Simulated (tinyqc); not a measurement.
Worked calculation: optical gain and spontaneous emission in a bulk direct-gap semiconductor. Values are carried at full precision from step to step, so a last printed digit may differ when a step is redone from the rounded ones.

F_j(eta) = (1/Gamma(j + 1)) integral_0^infinity x^j dx/(1 + exp(x - eta)), which tends to exp(eta) for eta << 0.

Quasi-Fermi levels: n = Nc F_1/2(Fc/kT) and p = Nv F_1/2(Fv/kT), Fc counted up from the conduction edge and Fv down from the valence edge; Nc, Nv from N = 2 (m kB T/(4 pi c))^(3/2) with c = hbar^2/2m0, in 1/angstrom^3; times 1e24 for 1/cm^3, with me and (mhh^(3/2) + mlh^(3/2))^(2/3).

Constants: hbar^2/2m0 = 3.80998211 eV angstrom^2; kB = 8.617333262e-05 eV/K; fine-structure constant alpha = 0.007297352564; hbar = 6.58211957e-16 eV s; hbar c = 1973.269805 eV angstrom.

Values chosen for the exercise (near those of GaAs; the results hold for these values, not for the real material): me = 0.0679 m0 (electron mass); mhh = 0.516 m0 (heavy-hole mass); mlh = 0.0789 m0 (light-hole mass); n = 2.1e+18 1/cm^3 (injected density, n = p); T = 250 K; Eg = 1.45 eV (direct gap); Ep = 24.9 eV (Kane energy); nr = 3.57 (refractive index); E = 1.518 eV (photon energy).

## Quasi-Fermi levels

Solve for Fc and Fv.

kT = 0.021543 eV
Nc = 3.378e+17 1/cm^3
Nv = 7.499e+18 1/cm^3
Fc = 0.0832 eV
Fv = -0.0253 eV
Fc + Fv = 0.0580 eV

The separation of the quasi-Fermi levels exceeds the gap, so photons between Eg and Eg + (Fc + Fv) see gain. The quasi-Fermi level of the electrons lies inside the band, that of the holes in the gap.

## Absorption of the empty crystal

Parabolic bands, vertical transitions, no excitons. For each hole band j: mr = me mj/(me + mj); joint density of states J_j(E) = (mr/c)^(3/2) sqrt(E - Eg)/(2 pi^2), both spins, c = hbar^2/2m0; averaged matrix element |e.p|^2 = m0 Ep/6; alpha_j(E) = 4 pi^2 alpha_f c Ep J_j/(3 nr E) in 1/angstrom (alpha_f the fine-structure constant, listed as alpha among the constants), times 1e8 for 1/cm.

Evaluate at E for heavy and light holes.

mr, J and alpha of each hole band:
```
hole   mr (m0)  J (1/(eV angstrom^3))  alpha (1/cm)
heavy  0.06000              2.611e-05        4389.3
light  0.03649              1.238e-05        2081.9
```

The heavy-hole band gives 68 % of the total, 6471 1/cm.

## Occupations and gain at E

For band j the electron sits at Ee = (E - Eg) mr/me above its edge and the hole at Eh = (E - Eg) mr/mj; fe = 1/(1 + exp((Ee - Fc)/kT)), fh = 1/(1 + exp((Eh - Fv)/kT)); gain g = sum_j alpha_j (fe + fh - 1).

Use mr and alpha from the table.

Energies, occupations and gain of each hole band:
```
hole   Ee (eV)  Eh (eV)     fe     fh  g (1/cm)
heavy   0.0601   0.0079  0.746  0.176      -343
light   0.0365   0.0315  0.897  0.067       -74
```

total gain = -417 1/cm

E - Eg = 0.0680 eV is above Fc + Fv = 0.0580 eV, so both bands give loss (Bernard-Duraffourg).

## Spontaneous emission

Spontaneous rate: R = integral of (nr E/(hbar c))^2/(pi^2 hbar) sum_j alpha_j fe fh dE, with alpha in 1/cm and (nr E/(hbar c))^2 in 1/cm^2 (1e16 per 1/angstrom^2); B = R/(n p); lifetime n/R.

Integrate over photon energy.

R = 9.06e+26 1/(cm^3 s)
B = 2.05e-10 cm^3/s
radiative lifetime = 2.32 ns

## Checks

- B at n = 1e13 1/cm^3 against the van Roosbroeck-Shockley value from alpha and ni^2 (cm^3/s): both 3.11e-10.

tinyqc: `OMP_NUM_THREADS=1 python tinyqc.py 1681386 1681387 out.jsonl`; about 0.08 s, one thread, shared Intel(R) Xeon(R) Processor @ 2.30GHz.
